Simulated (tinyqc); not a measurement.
Microkinetic model of low-temperature epitaxy from hydride gases: adsorption, hydrogen desorption and rate control. Changing the germane pressure p_G. Computed by tinyqc, a small Python program. Command: `OMP_NUM_THREADS=1 python tinyqc.py 3024473 3024474 out.jsonl hepi sweep`. One thread of a shared host (Intel(R) Xeon(R) Processor @ 2.30GHz), about 0.02 s of CPU time with the checks.

Each hydride molecule needs two free sites and leaves four hydrogen atoms, of which two leave at once as H2; theta is the hydrogen coverage, the site density is 6.78 per nm^2 and one layer is 1.358 angstrom thick.

Inputs (values chosen for the exercise, close to those used for silane and germane on Si(001)):
```
quantity                                           value  unit
silane pressure p_S                                 0.02    Pa
sticking prefactor of silane s0                    0.035     -
adsorption barrier E_s                              0.27    eV
desorption prefactor nu_d                        1.7e+12   1/s
desorption energy on silicon E_d                    2.08    eV
hydrogen carrier pressure p_H                        410    Pa
sticking of hydrogen s_H                         9.8e-08     -
temperature T                                        590     C
sticking ratio of germane to silane r_G              3.4     -
lowering of E_d per unit germanium fraction, dE     0.51    eV
```

Film: silicon-germanium. Order of hydrogen desorption: first.

Constants: k_B = 8.617333262e-05 eV/K; u = 1.6605390666e-27 kg; k_B = 1.380649e-23 J/K.

Method:
- Flux per site F = p/(sqrt(2 pi M k_B T) x 6.78e18 per m^2), M = 32.12 u (silane), 76.63 u (germane), 2.016 u (hydrogen); s = s0 exp(-E_s/(k_B T)); k_S = s F_S, k_G = r_G s F_G; germanium fraction x = k_G/(k_S + k_G); k = k_S + k_G; k_H = s_H F_H; k_d = nu_d exp(-(E_d - dE x)/(k_B T)).
- Temperatures in kelvin are T(C) + 273.15.
- With k the hydride and k_H the hydrogen adsorption rate on free pairs and k_d the desorption rate, steady state: 2 (k + k_H)(1 - theta)^2 = k_d theta; growth rate R = k (1 - theta)^2 layers/s; 1 layer/s = 8.148 nm/min.
- With c = 2 (k + k_H)/k_d the free share is 1 - theta = 2/(1 + sqrt(1 + 4c)).

One run for each value:
```
germane pressure p_G (Pa)  germanium fraction x  growth rate G (nm/min)  hydrogen coverage theta  k_d (1/s)
6.00e-05                                 0.0066                   0.169                   0.3112        1.3
1.30e-04                                 0.0141                   0.174                   0.3029        1.3
2.80e-04                                 0.0299                   0.186                   0.2858        1.5
6.20e-04                                 0.0639                   0.212                   0.2504        1.9
1.30e-03                                 0.1252                   0.263                   0.1924        2.9
2.90e-03                                 0.2420                   0.371                   0.1074        6.4
6.30e-03                                 0.4095                   0.550                   0.0408       20.2
1.40e-02                                 0.6064                   0.875                   0.0121       77.9
3.00e-02                                 0.7675                   1.504                   0.0047      235.1
```

Over the rows, germanium fraction x rises from 0.00656 to 0.768 (exponent d ln y / d ln x 0.99 between the first rows and 0.31 between the last); growth rate G (nm/min) rises from 0.169 to 1.50 (exponent d ln y / d ln x 0.041 between the first rows and 0.71 between the last); hydrogen coverage theta falls from 0.311 to 0.00472 (exponent d ln y / d ln x -0.035 between the first rows and -1.2 between the last). At the low end the exponent of germanium fraction x is 0.99, close to 1: dilute alloy.
